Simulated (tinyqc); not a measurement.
# Worked calculation: capacitance of parallel on-chip lines from Laplace's equation on a mesh

Program tinyqc, `OMP_NUM_THREADS=1 python tinyqc.py 2790117 2790118 out.jsonl`; Intel Xeon 2.30GHz, shared host, one thread, about 0.8 s. Printed values are rounded.

Cross-section of an endless row of equal lines between two grounded planes; neighbours are driven in antiphase (+1 V and -1 V), so the plane midway between two lines is at 0 V. By symmetry one quarter is solved: x runs from the centre of a line (column 0, mirror) to that midplane (column 3, 0 V), y from the mid-height of the line (row 0, mirror) to the ground plane (row 4, 0 V). The line fills columns 0 to 1 and rows 0 to 2 at 1 V. Cells beside the line (below row 2) have e2, cells above have e1. Each link between nodes has the conductance g = mean permittivity of the two cells beside it (a cell beyond a mirror counts as 0), and the free nodes obey sum g (V_neighbour - V) = 0.

Parameters, values chosen for the exercise:
- e1 = 4.2 (relative permittivity above and below the lines)
- e2 = 2.4 (relative permittivity between the lines)
- om = 1.4 (over-relaxation factor)

Constants: eps0 = 8.8541878128e-12 F/m. Results are converted to the units shown.

## Link conductances

gx[j, i] joins node (row j, column i) to column i + 1, gy[j, i] to row j + 1.

gx:
```
	col 0	col 1	col 2
row 0	1.2	1.2	1.2
row 1	2.4	2.4	2.4
row 2	3.3	3.3	3.3
row 3	4.2	4.2	4.2
row 4	2.1	2.1	2.1
```

gy:
```
	col 0	col 1	col 2	col 3
row 0	1.2	2.4	2.4	1.2
row 1	1.2	2.4	2.4	1.2
row 2	2.1	4.2	4.2	2.1
row 3	2.1	4.2	4.2	2.1
```

## Iteration 1: relaxation sweep

V at the start (V):
```
	col 0	col 1	col 2	col 3
row 0	1	1	0	0
row 1	1	1	0	0
row 2	1	1	0	0
row 3	0	0	0	0
row 4	0	0	0	0
```

One sweep visits the free nodes row by row from row 0, left to right, and replaces V by V + om (weighted mean of the neighbours - V), using new values at once.

V after sweep 1 (V):
```
	col 0	col 1	col 2	col 3
row 0	1.000000	1.000000	0.350000	0.000000
row 1	1.000000	1.000000	0.472500	0.000000
row 2	1.000000	1.000000	0.470273	0.000000
row 3	0.350000	0.472500	0.329970	0.000000
row 4	0.000000	0.000000	0.000000	0.000000
```

## Iteration 2: relaxation sweep

As before.

V after sweep 2 (V):
```
	col 0	col 1	col 2	col 3
row 0	1.000000	1.000000	0.540750	0.000000
row 1	1.000000	1.000000	0.514858	0.000000
row 2	1.000000	1.000000	0.439933	0.000000
row 3	0.540750	0.465752	0.185001	0.000000
row 4	0.000000	0.000000	0.000000	0.000000
```

## Course of the relaxation

Stop when no node changes by 1e-7 V. C = 4 eps0 sum g (difference of V along the link)^2, in aF/um.

Course of the iteration:
```
sweep	C (aF/um)	largest change (V)
1	281.4202	0.472
2	268.3134	0.191
3	264.7175	0.0810
4	264.2555	0.0272
5	264.1296	0.0269
6	264.1038	9.38e-3
7	264.1002	5.20e-3
8	264.0995	1.65e-3
9	264.0994	4.85e-4
10	264.0994	1.76e-4
11	264.0994	5.28e-5
12	264.0994	5.24e-5
13	264.0994	1.72e-5
14	264.0994	8.32e-6
15	264.0994	6.21e-6
16	264.0994	1.57e-6
17	264.0994	2.56e-7
18	264.0994	2.59e-7
19	264.0994	5.52e-8
```

Converged in 19 sweeps. Over the last four sweeps the change shrinks by about 0.31 a sweep. C comes down from above, since the solution minimises the energy.

## Capacitance per length

converged V (V):
```
	col 0	col 1	col 2	col 3
row 0	1.000000	1.000000	0.485809	0.000000
row 1	1.000000	1.000000	0.471619	0.000000
row 2	1.000000	1.000000	0.400666	0.000000
row 3	0.457718	0.415436	0.204025	0.000000
row 4	0.000000	0.000000	0.000000	0.000000
```

C = 4 eps0 sum g (difference of V)^2 over all links (twice the energy of the four quarters, line at 1 V). Plate estimate without fringing: eps0 [2 e1 w/hd + 2 e2 t/(s/2)], w = 2 hx, t = 4 hx, s/2 = 2 hx, hd = 2 hx.

C = 264.0994 aF/um
plate estimate = 159.3754 aF/um

C depends on the shape only, not on the mesh step hx. Meshes 6, 12 and 24 times finer extrapolate (Aitken) to 238.8 aF/um; this mesh is 11 % above that, and the plate estimate is 33 % below it.
